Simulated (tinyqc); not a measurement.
## One electron in a tunnel-coupled double dot: charge qubit, sensing and quantum capacitance: coherence against detuning

Basis (left, right), H = [[ep/2, tc], [tc, -ep/2]], splitting Om = sqrt(ep^2 + 4 tc^2), ep = al times the gate voltage. In equilibrium the electron is on the right with the chance P_R = [1 + (ep/Om) tanh(Om/2 kB T)]/2.

Noise in ep shifts Om by (ep/Om) d + (2 tc^2/Om^3) d^2. For Gaussian d of deviation se the spread of Om is sqrt[(ep se/Om)^2 + 2 (2 tc^2 se^2/Om^3)^2], and T2* is estimated as sqrt(2) hbar/spread; Om T2*/h counts the oscillations within T2*.

Values chosen for this exercise: tunnel coupling tc = 4.1 ueV; deviation of quasi-static detuning noise se = 0.38 ueV.

Constants: q = 1.602176634e-19 C, hbar = 1.054571817e-34 J s, h = 6.62607015e-34 J s. Results are converted to the units shown.

Coherence against detuning:

| ep (ueV) | Om (ueV) | T2* (ns) | oscillations within T2* |
|---|---|---|---|
| 0 | 8.200 | 74.76 | 148.2 |
| 0.2 | 8.202 | 60.01 | 119.0 |
| 0.41 | 8.210 | 41.06 | 81.51 |
| 0.82 | 8.241 | 23.42 | 46.66 |
| 1.6 | 8.355 | 12.63 | 25.51 |
| 3.3 | 8.839 | 6.545 | 13.99 |
| 6.1 | 10.22 | 4.102 | 10.14 |
| 12 | 14.53 | 2.967 | 10.43 |
| 25 | 26.31 | 2.578 | 16.40 |

T2* falls from 74.8 to 2.58 ns, towards sqrt(2) hbar/se = 2.45 ns far from the anticrossing; the first row is 29.0 times the last. First and second order are equal near ep = sqrt(2) se/2 = 0.269 ueV.

Program tinyqc, `OMP_NUM_THREADS=1 python tinyqc.py 2470021 2470022 out.jsonl`; Intel Xeon 2.30GHz, shared host, one thread, about 0.01 s.
